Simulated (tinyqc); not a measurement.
Chemical vapour deposition: Grove model, boundary layer, depletion and step coverage: one step, computed by the program tinyqc. Command: `OMP_NUM_THREADS=1 python tinyqc.py 3017864 3017865 out.jsonl cvd walk`. One thread of a shared host (Intel(R) Xeon(R) Processor @ 2.30GHz), about 0.01 s of CPU time with the checks.

A precursor diffuses to the surface and reacts there at first order; each molecule that reacts adds one formula unit of film.

Problem. Step coverage in a trench. In a long trench of width w and depth l = aspect ratio x w: Knudsen diffusivity D_K = (2w) c/3 (hydraulic diameter 2w), combined as 1/D_e = 1/D_K + 1/D; D_e d2C/dz2 = 2 k_s C/w with D_e dC/dz = -k_s C at the floor. With m = sqrt(2 k_s/(w D_e)): C(floor)/C(top) = 1/[cosh(m l) + (k_s/(D_e m)) sinh(m l)].

Inputs (values chosen for the exercise, close to those used for epitaxial silicon from a chlorosilane): temperature T = 1160 C; trench width w = 0.035 um; aspect ratio of the trench = 30.

Reactor: horizontal, reduced pressure.

mean speed c = 47322.03 cm/s

gas diffusivity D = 10.13732 cm^2/s

surface rate constant k_s = 1.966430 cm/s

Give: Knudsen diffusivity D_K; effective diffusivity D_e; modulus m l; step coverage.

Solution.

Knudsen diffusivity D_K = 0.1104 cm^2/s

effective diffusivity D_e = 0.1092 cm^2/s

modulus m l = 0.3368

step coverage = 0.9441

Caution: the hydraulic-diameter form of D_K is rough for a slit.
